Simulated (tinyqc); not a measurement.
Inputs raised by 2 %, one at a time: avalanche multiplication and breakdown of a junction from ionisation integrals. Computed by tinyqc, a small Python program. Command: `OMP_NUM_THREADS=1 python tinyqc.py 3013361 3013362 out.jsonl impact sens`. One thread of a shared host (Intel(R) Xeon(R) Processor @ 2.30GHz), about 0.02 s of CPU time with the checks.

Ionisation coefficients follow the local field. Position x runs through the depletion layer from the p side (x = 0), where electrons enter, to the n side (x = w), where holes enter. The built-in voltage is neglected.

Inputs (values chosen for the exercise, modelled on germanium):

| quantity | value | unit |
|---|---|---|
| electron prefactor a_n | 1.44e+07 | 1/cm |
| electron field b_n | 1.58e+06 | V/cm |
| hole prefactor a_p | 9.16e+06 | 1/cm |
| hole field b_p | 1.3e+06 | V/cm |
| exponent c | 1 | - |
| permittivity eps | 16 | - |
| layer width W | 1 | micrometre |
| bias as a fraction of the breakdown voltage | 0.66 | - |

Junction: p-i-n with uniform field.

Constants: e = 1.602176634e-19 C; eps_0 = 8.8541878128e-12 F/m.

Method:
- alpha_n = a_n exp(-(b_n/F)^c), alpha_p = a_p exp(-(b_p/F)^c).
- Uniform field F = F_m, w = W, V = F_m W.
- With Phi(x) = int_0^x (alpha_n - alpha_p) dx': 1 - 1/M_n = I_n = int_0^w alpha_n exp(-Phi) dx and M_p = M_n exp(-Phi(w)); trapezoid rule on 401 even points; breakdown at I_n = 1.
- Solve I_n(F_m) = 1.
- Bias V = fraction times the breakdown voltage.
- M_n = 1/(1 - I_n), M_p = M_n exp(-Phi(w)); McIntyre excess noise for the carrier with the larger M, F_x = k M + (1 - k)(2 - 1/M), with k = (smaller M - 1)/(larger M - 1).

Runs:

| input moved | from | to | breakdown voltage (V) | critical field F_m (MV/cm) | width at breakdown (micrometre) | M_n |
|---|---|---|---|---|---|---|
| base run | - | - | 20.334 | 0.20334 | 1.00 | 1.0115 |
| electron prefactor a_n (1/cm) | 14400000 | 14688000 | 20.310 | 0.20310 | 1.00 | 1.0116 |
| electron field b_n (V/cm) | 1580000 | 1611600 | 20.524 | 0.20524 | 1.00 | 1.0102 |
| hole prefactor a_p (1/cm) | 9160000 | 9343200 | 20.301 | 0.20301 | 1.00 | 1.0113 |
| hole field b_p (V/cm) | 1300000 | 1326000 | 20.547 | 0.20547 | 1.00 | 1.0130 |
| permittivity eps | 16 | 16.32 | 20.334 | 0.20334 | 1.00 | 1.0115 |
| layer width W (micrometre) | 1 | 1.02 | 20.682 | 0.20277 | 1.02 | 1.0113 |

Exponents ln(y'/y) / ln(x'/x):

| input | breakdown voltage | critical field F_m | width at breakdown | M_n |
|---|---|---|---|---|
| electron prefactor a_n | -0.061 | -0.061 | 0 | 0.003 |
| electron field b_n | 0.469 | 0.469 | 0 | -0.066 |
| hole prefactor a_p | -0.083 | -0.083 | 0 | -0.011 |
| hole field b_p | 0.524 | 0.524 | 0 | 0.073 |
| permittivity eps | 0.000 | 0.000 | 0 | 0.000 |
| layer width W | 0.857 | -0.143 | 1 | -0.008 |

Which inputs matter most for each result?

Among the inputs moved here: breakdown voltage answers most in size to layer width W (exponent +0.857), next to hole field b_p (+0.524); its exponent is below 0.0005 for permittivity eps. Its exponent +0.857 in layer width W: the W^(6/7) rule of p-i-n diodes. Critical field F_m answers most in size to hole field b_p (exponent +0.524), next to electron field b_n (+0.469); its exponent is below 0.0005 for permittivity eps. Width at breakdown answers most in size to layer width W (exponent +1.000); its exponent is below 0.0005 for electron prefactor a_n, electron field b_n, hole prefactor a_p, hole field b_p, permittivity eps. M_n answers most in size to hole field b_p (exponent +0.073), next to electron field b_n (-0.066); its exponent is below 0.0005 for permittivity eps.
